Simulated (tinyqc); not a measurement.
# Worked calculation: space-charge-limited current with shallow traps

tinyqc, about 0.01 s, one thread, Intel Xeon 2.30GHz (shared host): `OMP_NUM_THREADS=1 python tinyqc.py 2370071 2370072 out.jsonl` Printed values are rounded.

One carrier type, drift only, an injecting contact at x = 0 (zero field) and thickness L. The share th = y/(1 + y), y = (Nc/Nt) exp(-Et/kB T), of the injected charge is free: J = q mu n F, eps0 eps_r dF/dx = q (n - n0)/th.

Inputs (values chosen for the exercise):
```
symbol   value        unit                              meaning
T          350           K                          temperature
eps_r     20.2                            relative permittivity
mu       0.059  cm^2/(V s)                             mobility
L         1000          nm                            thickness
Nc      9.9e20       cm^-3               band density of states
Nt      1.8e17       cm^-3                         trap density
Et        0.44          eV                           trap depth
n0      6.8e12       cm^-3  free carrier density in equilibrium
V          4.3           V                              voltage
```

Constants: q = 1.602176634e-19 C, kB = 1.380649e-23 J/K, Vt = kB T/q, eps0 = 8.8541878128e-14 F/cm where lengths are in cm. Results are converted to the units shown.

Range of the model: Diffusion and a field-dependent mobility are left out. With injecting contacts the diffusion current, about 4 pi^2 Vt th eps0 eps_r mu V/L^3, equals the Mott-Gurney current at V = 35 kB T/q (0.9 V at 300 K), so the drift-only result needs V well above that.

## Limits and characteristic voltages

Ohmic J = q n0 mu V/L; Mott-Gurney J = (9/8) th eps0 eps_r mu V^2/L^3; they cross at Vx = 8 q n0 L^2/(9 th eps0 eps_r); traps fill at V_TFL = q Nt L^2/(2 eps0 eps_r).

th = 0.002532447
ohmic J = 0.002764011 A/cm^2
Mott-Gurney J = 0.005558810 A/cm^2
Vx = 2.138092 V
V_TFL = 80.62186 V

## The exact current

Exact: with u = n0/n(L), w = -u - ln(1 - u) and v = -u - u^2/2 - ln(1 - u), V = (q n0 L^2/(th eps0 eps_r)) v/w^2 and J = q^2 n0^2 mu L/(th eps0 eps_r w). v/w^2 falls steadily with u, so u follows by bisection.

v/w^2 = 1.787679
u = 0.5071782
w = 0.2004294
J = 0.007714161 A/cm^2
exit field over V/L = 1.415499

J is 7.3 % below the plain sum of the two limits; the exit field lies between the ohmic 1 and the Mott-Gurney 1.5.
